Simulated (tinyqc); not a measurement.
# Ballistic conductance of a ribbon with a Dirac band by counting modes: conductance against Fermi energy

Subband edges E_n = hbar v pi |n + al|/W for all integers n (the walls mix the two valleys, so no further valley factor enters); only conduction subbands count, the valence ones being far below Ef. Every mode transmits fully; spin gives the factor 2 in 2 q^2/h.

G = (2 q^2/h) M; at zero temperature M counts the edges below Ef, at T it is the sum of degeneracy times f. The smooth (Sharvin) count is 2 Ef W/(pi hbar v). f = 1/(1 + exp((E_n - Ef)/Vt)).

Parameters, values chosen for the exercise: temperature T = 300 K; Dirac velocity v = 8.1e5 m/s; offset of the transverse quantisation al = 0; width W = 12 nm.

Constants: q = 1.602176634e-19 C, kB = 1.380649e-23 J/K, hbar = 1.054571817e-34 J s, h = 6.62607015e-34 J s, Vt = kB T/q. Results are converted to the units shown.

Conductance against Fermi energy:
```
Ef (eV)	M at T = 0	M at T	smooth count	G (uS)
0.155	3	2.304	2.221	178.5
0.18	3	2.695	2.579	208.8
0.206	3	2.969	2.952	230.1
0.231	3	3.213	3.310	249.0
0.256	3	3.562	3.668	276.0
0.282	5	4.057	4.041	314.3
0.307	5	4.515	4.399	349.8
0.332	5	4.837	4.757	374.8
0.357	5	5.075	5.115	393.2
0.383	5	5.368	5.488	415.9
0.408	5	5.788	5.846	448.4
```

The integer count climbs from 3 to 5; the smooth count goes as Ef^(1.00). In the last row M at T is 1.0 % below the smooth count. The largest gap between M at T and the integer count is 0.94.

Program tinyqc, `OMP_NUM_THREADS=1 python tinyqc.py 2740102 2740103 out.jsonl`; Intel Xeon 2.30GHz, shared host, one thread, about 0.06 s.
